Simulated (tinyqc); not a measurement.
Tight binding, honeycomb lattice, step by step. Computed by tinyqc, a small Python program that keeps every step. Settings: t1 = 1.7, t2 = 0.22, phi = 2.79, delta = 1.46, points = 5. Command: `OMP_NUM_THREADS=1 python tinyqc.py 22910 22911 out.jsonl` (the two numbers bound the seeds that draw the settings). One thread of a shared host (Intel(R) Xeon(R) Processor @ 2.60GHz), about 0.01 s of CPU time with the checks.

## Bloch Hamiltonian at k

Parameters chosen for this model:
```
parameter     value                        unit
t1         1.700000                 eV, nearest
t2         0.220000       eV, second neighbours
phi        2.790000  rad, phase of t2 (Haldane)
delta      1.460000          eV, +/- on A and B
```

k point k (fractions of the reciprocal vectors): [0.470000, -0.450000]

H_AB = -t1 (1 + exp(-i k.a1) + exp(-i k.a2)); H_AA = delta - 2 t2 sum cos(k.b + phi), H_BB = -delta - 2 t2 sum cos(k.b - phi), b = a1, a2 - a1, -a2.

H(k) at k (eV), order A, B:
```
[[1.171578, 1.586684-0.206781i],
 [1.586684+0.206781i, -2.044867]]
```

## Levels at k

Diagonalise the Hermitian matrix.

eigenvalues (eV): [-2.705279, 1.831991]

weights |c|^2 of the basis functions, order A, B:
```
[[0.145553, 0.854447],
 [0.854447, 0.145553]]
```

## Bloch Hamiltonian at K

k point K (fractions of the reciprocal vectors): [0.333333, 0.666667]

As before.

H(k) at K (eV), order A, B:
```
[[1.234070, 0.000000],
 [0.000000, -2.473319]]
```

## Levels at K

As before.

eigenvalues (eV): [-2.473319, 1.234070]

weights |c|^2 of the basis functions, order A, B:
```
[[0.000000, 1.000000],
 [1.000000, 0.000000]]
```

## Bands along a path

The same steps at evenly spaced points between the labelled ones.

Bands along the path (eV):
```
k             band 1    band 2
G          -4.065616  6.544115
G-K 0.33   -3.855643  5.264866
G-K 0.67   -3.101027  2.611609
K          -2.473319  1.234070
K-M 0.33   -2.579259  1.456961
K-M 0.67   -2.694629  1.774825
M          -2.653976  1.827810
M-K' 0.33  -2.414339  1.494535
M-K' 0.67  -1.997667  0.875369
K'         -1.685930  0.446681
```

With 1 band(s) filled, the highest filled level on these points lies at K' and the lowest empty one at K': a gap of 2.1326 eV, direct.

## Chern number of the lower band

On a 5 x 5 mesh, the phase of the product of overlaps around each plaquette (k1 then k2); the sum over 2 pi is an integer.

plaquette phases (rad):
```
[[0.000000, -0.072159, -0.173212, 0.088309, 0.049284],
 [0.063557, -0.029742, -0.335371, -0.253712, 0.088309],
 [0.103259, 0.387938, -0.094913, -0.335371, -0.173212],
 [-0.093090, 0.448508, 0.387938, -0.029742, -0.072159],
 [-0.028144, -0.093090, 0.103259, 0.063557, 0.000000]]
```

Chern number = 0.000000
